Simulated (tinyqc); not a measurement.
Electron continuity equation in a given potential, Scharfetter-Gummel discretisation: error of the current against the mesh.

Steady state in one dimension: J = q mu n E + q D dn/dx with E = -dpsi/dx and D = mu Vt, dJ/dx = q (n/tau - G), fixed densities nL and nR at the ends. The potential is given, psi = U x/L, and is not changed by the electrons.

Fluxes J_i = (q D/h)(n_(i+1) P_i - n_i Q_i), d_i = (psi_(i+1) - psi_i)/Vt: Scharfetter-Gummel P = B(d), Q = B(-d), B(d) = d/(exp(d) - 1); central P = 1 - d/2, Q = 1 + d/2; upwind P = 1 + max(-d, 0), Q = 1 + max(d, 0). Balance at each inner node: J_i - J_(i-1) = q h (n_i/tau - G). The reference is Scharfetter-Gummel on 4000 intervals or more. Errors are those of J on the first interval against the reference at its midpoint; errors under 1e-6 % are printed as 0.

Values chosen for this exercise; mobility close to that of gallium arsenide at room temperature:
- T = 450 K (temperature)
- mu = 7900 cm^2/(V s) (electron mobility)
- L = 0.22 um (length of the region)
- nL = 6.3e15 cm^-3 (density at x = 0)
- nR = 0 cm^-3 (density at x = L)
- tau = 1.1e-12 s (lifetime)
- G = 1.7e28 cm^-3 s^-1 (uniform generation rate)
- U = 0.076 V (potential difference psi(L) - psi(0))

Constants: q = 1.602176634e-19 C, kB = 1.380649e-23 J/K, Vt = kB T/q. Results are converted to the units shown.

Results:

| N | largest \|d\| | reference J (A/cm^2) | SG error (%) | central error (%) | upwind error (%) |
|---|---|---|---|---|---|
| 5 | 0.3920 | -2.249e4 | -1.00 | -1.21 | 3.05 |
| 10 | 0.1960 | -2.054e4 | -0.273 | -0.327 | 1.64 |
| 20 | 0.09799 | -1.956e4 | -0.0713 | -0.0852 | 0.853 |
| 40 | 0.04900 | -1.907e4 | -0.0182 | -0.0218 | 0.435 |
| 160 | 0.01225 | -1.869e4 | -1.16e-3 | -1.38e-3 | 0.111 |

Estimate the missing row, N = 80.

Computed row:

| N | largest \|d\| | reference J (A/cm^2) | SG error (%) | central error (%) | upwind error (%) |
|---|---|---|---|---|---|
| 80 | 0.02450 | -1.882e4 | -4.61e-3 | -5.51e-3 | 0.220 |

With this row back in the table: From N = 80 to 160 the error shrinks by 4.0 (Scharfetter-Gummel), 4.0 (central), 2.0 (upwind); 4 marks second order and 2 first order. At N = 5 the errors are -1.0, -1.2 and 3.1 %.

Range of the model: The drift velocity mu E exceeds 1e7 cm/s somewhere, where real mobilities no longer stay constant.

Numbers from tinyqc (`OMP_NUM_THREADS=1 python tinyqc.py 2220153 2220154 out.jsonl`; about 0.01 s on one thread of a shared Intel Xeon 2.30GHz).
